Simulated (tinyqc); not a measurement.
Inside a calculation. Model: Finnis-Sinclair potential for a bcc metal: fit to cohesion and elasticity, then vacancy, surfaces and structure. Computed by tinyqc, a small Python program that keeps every step. Command: `OMP_NUM_THREADS=1 python tinyqc.py 3113236 3113237 out.jsonl fsfit walk`. One thread of a shared host (Intel(R) Xeon(R) Processor @ 2.30GHz), about 0.01 s of CPU time with the checks. Intermediate numbers are printed to about 6 digits and carried at full precision; extremes and crossings named in words are read from the listed rows.

E = (1/2) sum V(r) - A sqrt(rho), rho = sum phi(r), phi = (r - d)^2 for r < d, V = (r - c)^2 (c0 + c1 r + c2 r^2) for r < c. In bcc the 8 first neighbours lie at sqrt(3) a/2 and the 6 second at a; both cut-offs lie below the third shell; Omega = a^3/2; E is per atom and z the number of atoms in a shell. The four constants A, c0, c1, c2 are fitted to E_c, zero pressure, B and C12 - C44 alone, so C44 and C11 - C12 are not matched singly; defects are unrelaxed.

Inputs (values chosen for the exercise, modelled on tantalum):
```
quantity             value      unit
lattice constant a   3.306  angstrom
cohesive energy E_c   8.15        eV
target C11             266       GPa
target C12             160       GPa
target C44            79.6       GPa
density cut-off d/a  1.235         -
pair cut-off c/a     1.287         -
```

Constants: 1 eV/angstrom^3 = 160.2176634 GPa; 1 eV/angstrom^2 = 16.02176634 J/m^2.

## Density sums and the constant A

rho = sum z phi, rho1 = sum z r phi', rho2 = sum z r^2 phi''. At zero pressure the effective pair part V + 2 F' phi obeys C12 = C44, so C12 - C44 = F'' (rho1/3)^2/Omega with F'' = A/(4 rho^(3/2)); this gives A.

rho = 15.5254 angstrom^2

rho1 = -86.7011 angstrom^2

rho2 = 262.311 angstrom^2

A = 2.65609 eV/angstrom

## Three linear equations for c0, c1, c2

With v_k = (r - c)^2 r^k the rows are (1/2) sum z v_k, (1/2) sum z r v_k' and (1/2) sum z r^2 v_k''. With rho1 = sum z r phi' and rho2 = sum z r^2 phi'' the right-hand sides are: -E_c + A sqrt(rho) (cohesion); A rho1/(2 sqrt(rho)) (zero pressure); 9 B Omega + A [rho2/(2 sqrt(rho)) - rho1^2/(4 rho^(3/2))] with B = (C11 + 2 C12)/3.

matrix:
```
                   c0        c1        c2
cohesion       10.449    31.111    93.029
pressure      -50.698  -122.378  -280.953
bulk modulus  131.156    97.577  -427.687
```

right-hand side (eV): 2.316  -29.222  205.054

## Solution

Solve the three equations.

c0, c1, c2 (eV/angstrom^2, eV/angstrom^3, eV/angstrom^4): 1.60612  -0.29967  -0.05528

## Elastic constants of the fitted potential

Second differences of E with strains of 1e-4: e_xx gives C11, (e_xx, e_yy) = (1, -1) gives 2 (C11 - C12), an engineering shear gives C44. B and C12 - C44 are fitted; the one combination left tests the choice of d.

C11 = 258.012 GPa

C12 = 163.994 GPa

C44 = 83.5940 GPa

error of C44 = 5.01758 %

error of C' = (C11 - C12)/2 = -11.3038 %

C44 comes out high and C' low: with B and C12 - C44 fixed, C44 + 2 C'/3 is fixed too, so the two errors have opposite signs.

## Unrelaxed vacancy

E_v = -A sum_shells z [sqrt(rho - phi(r)) - sqrt(rho)] - (1/2) sum z V(r): the neighbours lose one bond each, and the atom is put back in the bulk.

V at the two shells (eV): 0.571345  0.010072

phi at the two shells (angstrom^2): 1.48799  0.60359

vacancy energy E_v = 3.03034 eV

E_v/E_c = 0.371821

A pair potential would give E_v = E_c; the square root lowers the ratio to 0.37.

## Unrelaxed surfaces

An atom in layer i below the surface keeps only neighbours no higher than the top layer; gamma = sum_i (E_i + E_c)/(area per surface atom), with layer spacings a/2, a/sqrt2 and areas a^2, a^2/sqrt2 for (100) and (110).

Excess energy by layer (eV):
```
face    layer 1   layer 2  layer 3
(100)  1.362950  0.200419        0
(110)  0.938933  0.000000        0
```

gamma(100) = 2.29174 J/m^2

gamma(110) = 1.94650 J/m^2

gamma(100)/gamma(110) = 1.18.

## bcc against fcc

E of each lattice against the volume per atom, as a multiple of Omega; all neighbours inside the cut-offs are summed.

Energies (eV/atom):
```
V/Omega       bcc       fcc  fcc less bcc (meV)
0.80     -7.60032  -7.47866             121.665
0.84     -7.81415  -7.64621             167.932
0.88     -7.96944  -7.77231             197.122
0.92     -8.07322  -7.86586             207.354
0.96     -8.13162  -7.93330             198.313
1.00     -8.15000  -7.97173             178.273
1.05     -8.12386  -7.98496             138.902
1.10     -8.05061  -7.96421              86.397
1.20     -7.78982  -7.80736             -17.533
```

The lowest fcc row, at V/Omega = 1.05, lies +165 meV from the bcc minimum: the fit keeps bcc stable, though nothing in it asked for that.

Checks made by the program: B and C12 - C44 recovered (relative difference 1e-08).
